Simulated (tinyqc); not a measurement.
Thermal RC ladder, step response: one step of the calculation.

A ladder of 2 nodes: R_i joins node i to node i + 1, the last R to the ambient; C_i is the heat capacity of node i; theta is the rise above ambient, zero at t = 0. d theta/dt = -A theta + b with b = (Pw/C_1, 0, ...), times in ms.

Question. The rate matrix. A = C^(-1) K, K_ii = 1/R_(i-1) + 1/R_i (no first term for node 1), K_(i,i+1) = K_(i+1,i) = -1/R_i.

Inputs (values chosen for the exercise):
- R = [0.38, 0.74] K/W (resistances, junction to ambient)
- C = [0.58, 5.4] mJ/K (heat capacities of the nodes)

Find: A.

Answer.

A (1/ms):
```
        node 1  node 2
node 1   4.537  -4.537
node 2  -0.487   0.738
```

Program tinyqc, `OMP_NUM_THREADS=1 python tinyqc.py 2520141 2520142 out.jsonl`; Intel Xeon 2.30GHz, shared host, one thread, about 0.01 s.
